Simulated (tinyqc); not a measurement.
Nucleation and growth of vacancy voids in a cooling silicon-like crystal: one step, computed by the program tinyqc.

Spherical voids; vacancies are lost only to voids.

Task: Nucleation rate at T with the initial excess. C_e = C_m exp[-(E_f/k_B)(1/T - 1/T_m)]; D = D0 exp(-E_m/(k_B T)); f = k_B T ln(C/C_e); r* = 2 gamma/(rho f); W* = 16 pi gamma^3/(3 rho^2 f^2); Z = f/sqrt(12 pi W* k_B T); I = rho Z (4 pi r* D C) exp(-W*/(k_B T)).

Inputs (values chosen for the exercise, for a model crystal):
```
quantity                                    value    unit
vacancy density at the melting point C_m  5.8e+14  1/cm^3
formation energy E_f                         4.18      eV
melting point T_m                            1685       K
diffusion prefactor D0                    0.00066  cm^2/s
migration energy E_m                         0.49      eV
site density rho                            5e+22  1/cm^3
void surface energy gamma                   0.993   J/m^2
temperature of the worked step T             1345       K
```

initial excess C = 3.20e+13 1/cm^3

Constants: k_B = 8.617333262e-05 eV/K; k_B = 1.380649e-23 J/K; e = 1.602176634e-19 C.

Give: C_e; D; driving force f; critical radius r*; W*/(k_B T); rate I.

Result:

C_e = 4.0088e+11 1/cm^3

D = 9.6270e-06 cm^2/s

driving force f = 0.50764 eV

critical radius r* = 0.48837 nm

W*/(k_B T) = 53.422

rate I = 5.8067 1/(cm^3 s)

Cooling by 10 K multiplies I by 150: nucleation switches on within a narrow range of temperature.
